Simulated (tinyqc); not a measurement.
## Short-channel transistor, virtual-source model with series resistance: output curve

The current per gate width is the charge at the top of the source barrier (the virtual source) times its velocity times a saturation function; al and be are fitting constants of the model. Units: I in uA/um, Rs in ohm um, so I Rs = 1e-6 I Rs in volts; Q in uC/cm^2, so I = 1e-4 Q vx0 Fsat with vx0 in cm/s.

Intrinsic voltages Vg' = Vgs - I Rs, Vd' = Vds - 2 I Rs. n = n0 + nd Vd', VT = VT0 - dl Vd', Ff = 1/(1 + exp((Vg' - VT + al Vt/2)/(al Vt))), Q = Cinv n Vt ln(1 + exp((Vg' - VT + al Vt Ff)/(n Vt))), Vdsat = (vx0 L/mu)(1 - Ff) + Vt Ff, Fsat = u/(1 + u^be)^(1/be) with u = Vd'/Vdsat, and I = Q vx0 Fsat per width. I is solved self-consistently. gds = dI/dVds, gm = dI/dVgs.

Values chosen for this exercise: temperature T = 350 K; inversion capacitance Cinv = 2.48 uF/cm^2; velocity at the virtual source vx0 = 3.21e7 cm/s; apparent mobility mu = 97 cm^2/(V s); channel length L = 65 nm; threshold at zero drain voltage VT0 = 0.423 V; drain-induced barrier lowering dl = 0.179 V/V; subthreshold factor n0 = 1.54; growth of n with drain voltage nd = 0.05 1/V; threshold shift (in units of Vt) from weak to strong inversion al = 3.5; sharpness of saturation be = 1.6; series resistance of each contact Rs = 90 ohm um; gate voltage Vgs = 0.9 V.

Constants: q = 1.602176634e-19 C, kB = 1.380649e-23 J/K, Vt = kB T/q. Results are converted to the units shown.

Output curve:
```
Vds (V),I (uA/um),Fsat,gds (uS/um),gain gm/gds
0.1,134.77,0.035333,1345.8,0.14914
0.2,268.92,0.070287,1336.4,0.29272
0.3,401.91,0.10469,1322.7,0.43247
0.4,533.36,0.13841,1306.0,0.56946
0.5,663.04,0.17134,1287.3,0.70434
0.6,790.77,0.20339,1267.2,0.83751
0.7,916.46,0.23451,1246.4,0.96921
0.8,1040.0,0.26463,1225.1,1.0995
0.9,1161.5,0.29373,1203.8,1.2284
```

The current rises from 135 to 1160 uA/um as Fsat rises from 0.0353 to 0.294; gds falls from 1350 to 1200 uS/um. The gain ends at 1.23, against 1/dl = 5.59 for a current that depends on Vds through barrier lowering alone.

tinyqc, about 0.01 s, one thread, Intel Xeon 2.30GHz (shared host): `OMP_NUM_THREADS=1 python tinyqc.py 2380097 2380098 out.jsonl`
